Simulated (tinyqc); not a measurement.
# Worked calculation: surface potential of a MOS transistor: implicit equation and explicit approximations

tinyqc, about 0.01 s, one thread, Intel Xeon 2.30GHz (shared host): `OMP_NUM_THREADS=1 python tinyqc.py 2122147 2122148 out.jsonl` Printed values are rounded.

p-type body, charge-sheet picture, depletion and inversion only, full ionisation (an idealisation for deep acceptors), Boltzmann statistics (rough once Na exp(x - xn) passes about Nc/7). In units of Vt: xg = (Vg - Vfb)/Vt, x = psi/Vt, G = gamma/sqrt(Vt), xn = (2 phiF + Vc)/Vt. The implicit equation is (xg - x)^2 = G^2 [x - 1 + exp(x - xn)] for x above about 3. Cox = eps0 eox/tox.

Inputs (values chosen for the exercise); band and dielectric values close to those of germanium: temperature T = 250 K; band gap Eg = 0.655 eV; relative permittivity eps_r = 16.2; conduction-band density of states at T Nc = 7.99e18 cm^-3; valence-band density of states at T Nv = 4.63e18 cm^-3; relative permittivity of the gate insulator (close to silicon dioxide) eox = 3.9; insulator thickness tox = 1.8 nm; acceptor density Na = 1.7e18 cm^-3; flat-band voltage Vfb = -0.74 V; channel-body voltage Vc = 0 V; gate-body voltage Vg = 0.53 V.

Constants: q = 1.602176634e-19 C, kB = 1.380649e-23 J/K, Vt = kB T/q, eps0 = 8.8541878128e-14 F/cm where lengths are in cm. Results are converted to the units shown.

Range of the model: The electron quasi-Fermi level lies less than 2 Vt below the band edge at the surface, or above it, where degeneracy and confinement, left out, matter.

## Scales

ni = sqrt(Nc Nv) exp(-Eg/(2 Vt)), Eg in volts; phiF = Vt ln(Na/ni); gamma = sqrt(2 q eps0 eps_r Na)/Cox; VT = Vfb + Vt (xn + G sqrt(xn - 1)).

phiF = 0.300038 V
gamma = 0.460772 V^0.5
G = 3.13927
xn = 27.8543
VT = 0.210544 V
xg = 58.9510

## Explicit approximation

Depletion value a = 1 + [sqrt(G^2/4 + xg - 1) - G/2]^2; inversion value b = xn + ln[(xg - xn)^2/G^2 - xn + 1] and first guess y = min(a, b) - ln(1 + exp(-|a - b|)) if a > xn + 1, else b = y = a; one second-order correction with D = exp(y - xn), p = 2 (xg - y) + G^2 (1 + D), w = (xg - y)^2 - G^2 (y - 1 + D): z = y + 2 w/(p + sqrt(p^2 - 2 (2 - G^2 D) w)), or the Newton step z = y + w/p where the root is not real.

a = 39.4779
b = 32.1208
y = 32.1202
p = 765.417
w = -288.699
z = 31.6356

The root of the implicit equation is x = 31.6592; y misses it by 0.46 and z by -0.024, in units of Vt.

## Starting value

x = a rounded to two decimals.

x at the start = 39.48

## Iteration 1: new x

D = exp(x - xn), f = (xg - x)^2 - G^2 (x - 1 + D), f' = -2 (xg - x) - G^2 (1 + D), x(new) = x - f/f'.

D = 1.11933e5
f = -1.10310e6
f' = -1.10315e6
x after iteration 1 = 38.4800

## Iteration 2: new x

As before.

D = 41179.6
f = -4.05777e5
f' = -4.05877e5
x after iteration 2 = 37.4803

## Course of the iteration

Stop when the step is below 1e-11, or after 60 iterations.

Course of the iteration:

| iteration | x before the step | step |
|---|---|---|
| 1 | 39.48 | -1.00 |
| 2 | 38.4800 | -1.00 |
| 3 | 37.4803 | -0.999 |
| 4 | 36.4813 | -0.996 |
| 5 | 35.4851 | -0.987 |
| 6 | 34.4983 | -0.957 |
| 7 | 33.5411 | -0.870 |
| 8 | 32.6711 | -0.656 |
| 9 | 32.0155 | -0.305 |
| 10 | 31.7104 | -0.0501 |
| 11 | 31.6604 | -1.13e-3 |
| 12 | 31.6592 | -5.52e-7 |
| 13 | 31.6592 | -1.31e-13 |

Converged in 13 iterations. In 6 iterations the step is within 5 % of -1, the mark of an exponential that dominates f.

## Potential, charges and gate control

converged x = 31.6592

psi = Vt x; N_dep = Cox Vt G sqrt(x - 1)/q; N_inv = (Cox Vt G/q) [sqrt(x - 1 + exp(x - xn)) - sqrt(x - 1)]; dpsi/dVg = 1/[1 + G^2 (1 + exp(x - xn))/(2 (xg - x))].

psi = 0.682045 V
N_dep = 4.48387e12 cm^-2
N_inv = 2.5562e12 cm^-2
dpsi/dVg = 0.107632

psi lies 3.8 Vt above 2 phiF + Vc.
